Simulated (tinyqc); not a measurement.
Empirical pseudopotential in a few plane waves, step by step. One step of it, computed by the program tinyqc.

Task: Bloch Hamiltonian at k. Basis: the 15 shortest G (labels in 2 pi/a), the same at every k. H(G,G') = c |k + G|^2 delta + VS(|G-G'|^2) cos((G-G').tau) + i VA sin((G-G').tau), tau = a/8 (1,1,1); 1 Ry = 13.605693 eV.

Parameters chosen for this model: fcc lattice, atoms at +/- a/8 (1,1,1); form factors in rydberg at |G|^2 in units of (2 pi/a)^2:
```
parameter                 value      unit
a                      6.180000  angstrom
VS(3)                 -0.217000        Ry
VS(8)                  0.025000        Ry
VS(11)                 0.042000        Ry
VA(3)                         0        Ry
VA(4)                         0        Ry
VA(11)                        0        Ry
hbar^2/2m (2 pi/a)^2   3.938272        eV
```

k point k (2 pi / a): [0.380000, 0.340000, 0.340000]

Give: H(k) at k.

Result:

H(k) at k (eV):
```
        +0+0+0  -1-1-1  -1-1+1  -1+1-1  -1+1+1  +1-1-1  +1-1+1  +1+1-1
+0+0+0   1.479   2.088  -2.088  -2.088  -2.088  -2.088  -2.088  -2.088
-1-1-1   2.088   4.945   0.000   0.000  -0.340   0.000  -0.340  -0.340
-1-1+1  -2.088   0.000  10.301   0.340   0.000   0.340   0.000   0.000
-1+1-1  -2.088   0.000   0.340  10.301   0.000   0.340   0.000   0.000
-1+1+1  -2.088  -0.340   0.000   0.000  15.657   0.000   0.340   0.340
+1-1-1  -2.088   0.000   0.340   0.340   0.000  10.931   0.000   0.000
+1-1+1  -2.088  -0.340   0.000   0.000   0.340   0.000  16.287   0.340
+1+1-1  -2.088  -0.340   0.000   0.000   0.340   0.000   0.340  16.287
+1+1+1   2.088   0.000  -0.340  -0.340   0.000  -0.340   0.000   0.000
-2+0+0   0.000  -2.088  -2.088  -2.088   2.088   0.404  -0.404  -0.404
+0-2+0   0.000  -2.088  -2.088   0.404  -0.404  -2.088   2.088  -0.404
+0+0-2   0.000  -2.088   0.404  -2.088  -0.404  -2.088  -0.404   2.088
+0+0+2   0.000  -0.404   2.088  -0.404  -2.088  -0.404  -2.088   0.404
+0+2+0   0.000  -0.404  -0.404   2.088  -2.088  -0.404   0.404  -2.088
+2+0+0   0.000  -0.404  -0.404  -0.404   0.404   2.088  -2.088  -2.088

        +1+1+1  -2+0+0  +0-2+0  +0+0-2  +0+0+2  +0+2+0  +2+0+0
+0+0+0   2.088   0.000   0.000   0.000   0.000   0.000   0.000
-1-1-1   0.000  -2.088  -2.088  -2.088  -0.404  -0.404  -0.404
-1-1+1  -0.340  -2.088  -2.088   0.404   2.088  -0.404  -0.404
-1+1-1  -0.340  -2.088   0.404  -2.088  -0.404   2.088  -0.404
-1+1+1   0.000   2.088  -0.404  -0.404  -2.088  -2.088   0.404
+1-1-1  -0.340   0.404  -2.088  -2.088  -0.404  -0.404   2.088
+1-1+1   0.000  -0.404   2.088  -0.404  -2.088   0.404  -2.088
+1+1-1   0.000  -0.404  -0.404   2.088   0.404  -2.088  -2.088
+1+1+1  21.643  -0.404  -0.404  -0.404  -2.088  -2.088  -2.088
-2+0+0  -0.404  11.246   0.340   0.340  -0.340  -0.340   0.000
+0-2+0  -0.404   0.340  11.876   0.340  -0.340   0.000  -0.340
+0+0-2  -0.404   0.340   0.340  11.876   0.000  -0.340  -0.340
+0+0+2  -2.088  -0.340  -0.340   0.000  22.588   0.340   0.340
+0+2+0  -2.088  -0.340   0.000  -0.340   0.340  22.588   0.340
+2+0+0  -2.088   0.000  -0.340  -0.340   0.340   0.340  23.218
```
